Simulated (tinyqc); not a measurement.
MOS inversion layer, Poisson-Schroedinger loop: one step of the calculation.

Electrons confined at an insulator interface at z = 0, treated as a hard wall; parabolic valleys, Hartree approximation, no image or exchange terms. The depletion charge lies far deeper than the electrons and gives a uniform field q Nd/(eps0 eps_r); the gate balances all charge. Energies are counted from the band edge at the interface.

Problem. Density, output potential and mixing. n_i = sum_k N_k |psi_k|^2 (converted to cm^-3). Hartree part by Gauss: on the interval before node i the electrons still beyond are S_i = Ns - hz sum_(j<i) n_j, and U_i = U_(i-1) + q S_i hz/(eps0 eps_r) in eV, U_0 = 0 at the interface. Mixing: U(new) = U + a (U(out) - U).

Parameters, values chosen for the exercise; masses and permittivity close to those of In0.53Ga0.47As: relative permittivity eps_r = 13.9; sheet density of electrons Ns = 1.2e12 cm^-2; mixing factor a = 0.5.

Constants: q = 1.602176634e-19 C, eps0 = 8.8541878128e-14 F/cm where lengths are in cm. Results are converted to the units shown.

```
node  z (nm)  self-consistent potential U at the start (eV)  |psi|^2 of A1 (1/nm)  |psi|^2 of A2 (1/nm)
1        1.4                                              0            0.06847269            0.06347494
2        2.8                                              0            0.17289148            0.09280589
3        4.2                                              0            0.19600601            0.02202955
4        5.6                                              0            0.14494575            0.00883339
5          7                                              0            0.07965369            0.08508298
6        8.4                                              0            0.03472619            0.14538263
7        9.8                                              0            0.01249211            0.13663272
8       11.2                                              0            0.00380725            0.08919807
9       12.6                                              0            0.00100201            0.04457336
10        14                                              0            0.00023105            0.01797271
11      15.4                                              0            0.00004722            0.00604289
12      16.8                                              0            0.00000863            0.00173054
13      18.2                                              0            0.00000141            0.00042594
14      19.6                                              0            0.00000020            0.00008786
15        21                                              0            0.00000002            0.00001223
```

N_k (cm^-2): A1 1.2000000e12, A2 9683.8617

Wanted: n; U(out); U after round 1.

Solution.

```
node  n (1e18 cm^-3)  U(out) (eV)  U after round 1 (eV)
1             0.8217     0.021870              0.010935
2             2.0747     0.041644              0.020822
3             2.3521     0.056124              0.028062
4             1.7393     0.064603              0.032302
5             0.9558     0.068644              0.034322
6             0.4167     0.070246              0.035123
7             0.1499     0.070784              0.035392
8             0.0457     0.070940              0.035470
9             0.0120     0.070980              0.035490
10            0.0028     0.070989              0.035494
11            0.0006     0.070990              0.035495
12            0.0001     0.070991              0.035495
13            0.0000     0.070991              0.035495
14            0.0000     0.070991              0.035495
15            0.0000     0.070991              0.035495
```

Program tinyqc, `OMP_NUM_THREADS=1 python tinyqc.py 2160169 2160170 out.jsonl`; Intel Xeon 2.30GHz, shared host, one thread, about 0.5 s.
